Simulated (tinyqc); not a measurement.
Worked calculation: thermal and gravitational stress in a wafer during furnace and rapid thermal processing, and the onset of slip. Computed by tinyqc, a small Python program that keeps every step. Command: `OMP_NUM_THREADS=1 python tinyqc.py 3014913 3014914 out.jsonl slip walk`. One thread of a shared host (Intel(R) Xeon(R) Processor @ 2.30GHz), about 0.01 s of CPU time with the checks. Intermediate numbers are printed to about 5 digits and carried at full precision; extremes and crossings named in words are read from the listed rows.

A thin free disc in plane stress, isotropic; T(r) = T_centre + dT (r/R)^n. Stress is positive in tension; sigma_SB = 5.670374419e-8 W/(m^2 K^4), g = 9.80665 m/s^2.

Inputs (values chosen for the exercise, modelled on silicon): wafer radius R = 150 mm; thickness t = 775 micrometre; Young's modulus E = 151 GPa; Poisson ratio nu = 0.24; expansion alpha = 4.3 1e-6/K; edge less centre temperature dT = 4.1 K; exponent n of the profile = 4; temperature T = 1300 K; prefactor A of the critical stress = 0.00055 MPa; energy U of the critical stress = 0.993 eV; density rho = 2330 kg/m^3; heat capacity c = 944 J/(kg K); conductivity k = 28.1 W/(m K); wafer spacing s = 14 mm; ramp rate = 4.7 K/min; radius of the support ring over R = 0.95.

Temperature profile: edge zone, power law.

Constants: k_B = 8.617333262e-05 eV/K.

## Thermal stress

With x = r/R: s_rr = alpha E dT (1 - x^n)/(n + 2), s_tt = alpha E dT [1 - (n + 1) x^n]/(n + 2).

Temperature and stresses at r/R = 0, 0.3, 0.5, 0.7, 0.8, 0.9, 0.95, 1:
```
r/R   T - T_centre (K)  s_rr (MPa)  s_tt (MPa)
0.00            0.0000     0.44369      0.4437
0.30            0.0332     0.44009      0.4257
0.50            0.2562     0.41596      0.3050
0.70            0.9844     0.33716     -0.0890
0.80            1.6794     0.26195     -0.4650
0.90            2.6900     0.15258     -1.0118
0.95            3.3395     0.08230     -1.3632
1.00            4.1000     0.00000     -1.7748
```

hoop stress at the edge = -1.7748 MPa

r/R where s_tt = 0 = 0.66874

The hot edge is squeezed; the edge stress is n times that at the centre in size.

## Resolved stress round the edge

At the edge the stress is uniaxial along the tangent d = (cos phi, sin phi, 0) of a (001) wafer; the Schmid factor is the largest |(d.n)(d.b)| over the twelve {111}<110> systems.

Schmid factor and resolved stress at phi = 0, 7.5, 15, 22.5, 30, 37.5 and 45 degrees from [100]:
```
phi from [100] (degrees)  Schmid factor  resolved stress (MPa)
0.0                             0.40825                0.72454
7.5                             0.45412                0.80596
15.0                            0.48296                0.85714
22.5                            0.49280                0.87460
30.0                            0.48296                0.85714
37.5                            0.45412                0.80596
45.0                            0.40825                0.72454
```

The factor is 1/sqrt(6) = 0.408 along <100> and <110> and peaks at 0.4928 at 22.5 degrees, so slip, if any, starts at eight places between these directions.

## Slip criterion

Critical resolved stress tau_c = A exp(U/(k_B T)), a form chosen for the exercise; slip when 0.492799 |s_tt(R)| > tau_c; allowed |dT| = tau_c (n + 2)/(0.492799 n alpha E).

critical stress tau_c = 3.8903 MPa

resolved over critical stress = 0.22482

allowed |dT| = 18.237 K

No slip; the margin is a factor 4.4.

## Ramp rate in a batch furnace

In a stack heated from the rim, heat flows inward by conduction and by radiation between wafers: k_eff = k + (16/3) sigma_SB T^3 s^2/t (a diffusion estimate with the spacing as path length). A steady ramp gives the parabolic lag dT = rho c (ramp) R^2/(4 k_eff); the allowed ramp uses n = 2.

k_eff = 196.13 W/(m K)

lag of the centre = 4.9414 K

allowed ramp rate = 23.128 K/min

Radiation carries 86 % of the inward flow. The ramp is 0.20 of the allowed one.

## Gravity

Own weight q = rho g t on a ring of radius b R, x = r/R: moments of an edge-supported plate, M_r = q R^2 (3 + nu)(1 - x^2)/16 and M_t = q R^2 [(3 + nu) - (1 + 3 nu) x^2]/16, less the uniform moment inside the ring load, q R^2 [(1 - nu)(1 - b^2) - 2 (1 + nu) ln b]/8; stress at the lower face = 6 M/t^2.

stress at the centre = 0.70584 MPa

radial stress at the ring = -0.021572 MPa

hoop stress at the ring = 0.31968 MPa

The largest of these is 0.091 tau_c when halved for shear. Point supports give far higher local stress than a ring.

## Position of the support ring

The formulas are those given above.

Stress at the lower face (MPa):
```
b       centre  radial at ring  hoop at ring  largest in size
0.40  -0.64221        -0.77117      -0.71067          0.77117
0.50  -0.33285        -0.53435      -0.43982          0.53435
0.60  -0.06629        -0.35645      -0.22033          0.35645
0.65   0.05610        -0.28443      -0.12468          0.28443
0.70   0.17306        -0.22188      -0.03660          0.22188
0.75   0.28561        -0.16777       0.04493          0.28561
0.80   0.39454        -0.12130       0.12070          0.39454
0.90   0.60415        -0.04871       0.25757          0.60415
1.00   0.80600         0.00000       0.37812          0.80600
```

Among these rows the largest stress is least, 0.222 MPa, for a ring at 0.7 R, 3.6 times below edge support: the overhang balances the sag of the centre. All values scale as R^2/t.

## Limits against temperature

The formulas are those given above.

For the parabolic profile:
```
T (K)  tau_c (MPa)  allowed |dT| (K)  k_eff (W/(m K))  allowed ramp (K/min)
1050        32.104            200.66           116.64                113.50
1125        15.446             96.54           137.00                 64.14
1200         8.143             50.90           160.26                 39.56
1275         4.629             28.93           186.62                 26.18
1350         2.802             17.51           216.28                 18.37
1425         1.788             11.17           249.41                 13.52
1500         1.193              7.46           286.23                 10.35
```

From 1050 to 1500 K the allowed difference falls 27 times and the allowed ramp 11 times; radiation, which grows as T^3, gives back a factor 2.45. Ramps must slow as the wafer gets hotter.

Checks made by the program: force balance: the hoop stress integrates to zero (added to the edge stress) (relative difference below 1e-10).
